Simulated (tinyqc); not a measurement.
What moves the results: density of states of one tight-binding band of a chain. A value that a table varies takes the place of the one given here.

E(k) = -2 t cos(2 pi k) - 2 t2 cos(4 pi k); k in fractions of the reciprocal vectors, mesh k_i = j/N with j = 0 .. N-1. Densities are per cell and per spin, so the band holds one state.

Each interval of the mesh is a segment with E linear in k: n = (E - e1)/(e2 - e1), g = 1/(e2 - e1) between its end values.

Gaussian broadening: g(E) = mean over the mesh of exp(-(E - E_k)^2/(2 sigma^2))/(sigma sqrt(2 pi)), n(E) = mean of erfc((E_k - E)/(sigma sqrt 2))/2.

Inputs chosen for the exercise:
```
symbol  value  unit  meaning
t       2.16   eV    nearest hopping
t2      0      eV    second hopping
N2      40           mesh points along each axis in this comparison
sigma   0.648  eV    Gaussian width
E       3.14   eV    energy at which the density is wanted
```

## Three ways to the same curve

N = N2 here; the reference is the linear method with N = 4000.

g(E) (1/eV):
```
E (eV)  reference  linear segments  Gaussian, sigma  Gaussian, sigma/4  reference n(E)
-3.534      0.128            0.141            0.137              0.140           0.195
-2.748      0.095            0.097            0.104              0.074           0.281
-1.963      0.083            0.087            0.085              0.123           0.350
-1.177      0.077            0.076            0.078              0.078           0.412
-0.392      0.074            0.074            0.075              0.033           0.471
0.393       0.074            0.074            0.075              0.033           0.529
1.179       0.077            0.076            0.078              0.078           0.588
1.964       0.083            0.087            0.085              0.123           0.650
2.750       0.096            0.097            0.104              0.074           0.720
3.535       0.128            0.141            0.137              0.140           0.805
```

What can be read from the table?

Root-mean-square errors against the reference: 0.0061 for linear segments, 0.0056 for sigma and 0.0280 for sigma/4. The narrow Gaussian is worse than the wide one, because it resolves the separate mesh levels. The reference is highest at -3.534 and 3.535 eV of the energies listed, and half filling lies between -0.392 and 0.393 eV.

## Convergence with the mesh

At the energy E; the plain count is the share of mesh points below E; the reference is the linear method with N = 4000.

Results:
```
N    points  g linear  n linear  g Gaussian  n Gaussian  n plain count
8         8    0.1976    0.7669      0.1672      0.7674         0.8750
16       16    0.1335    0.7614      0.1216      0.7691         0.8125
32       32    0.1163    0.7599      0.1203      0.7696         0.7812
64       64    0.1098    0.7594      0.1203      0.7696         0.7656
128     128    0.1069    0.7591      0.1203      0.7696         0.7578
256     256    0.1083    0.7590      0.1203      0.7696         0.7617
```

reference n and g: 0.7590  0.1074

What does this show?

The linear n(E) stays within 0.002 of the reference from N = 32 on. The Gaussian g stays within 1 % of its last value from N = 32 on; it tends to the broadened curve, not the true one. At the last mesh it lies +0.013 1/eV from the reference g and the linear g +0.001. The plain count errs by +0.0027 at the last mesh.

## What moves the count of states

Linear method and Gaussian sum with N = 400. Each row changes one parameter from the base and keeps the others.

Results:
```
case              n linear  g linear (1/eV)  n Gaussian  g Gaussian (1/eV)
base                0.7590           0.1067      0.7696             0.1203
t = 2.376 eV        0.7298           0.0887      0.7357             0.0967
E = 3.356 eV        0.7832           0.1167      0.7967             0.1302
sigma = 1.296 eV    0.7590           0.1067      0.7799             0.1041
t2 = 0.108 eV       0.7606           0.1272      0.7762             0.1413
```

How do the results move?

The largest shifts from the base row, up to three for each result and ties (the steps differ in size, so this ranks the rows, not the parameters). n linear: t -0.0293, E +0.0242, t2 +0.0015; unchanged at the printed digits by sigma. g linear (1/eV): t2 +0.0205, t -0.0181, E +0.0100; unchanged at the printed digits by sigma. n Gaussian: t -0.0340, E +0.0271, sigma +0.0102. g Gaussian (1/eV): t -0.0236, t2 +0.0210, sigma -0.0162.

Computed by tinyqc, a small Python program: `OMP_NUM_THREADS=1 python tinyqc.py 1682392 1682393 out.jsonl` (the numbers bound the seed that draws the inputs); one thread of a shared host (Intel(R) Xeon(R) Processor @ 2.30GHz), about 0.01 s for the whole set of steps.
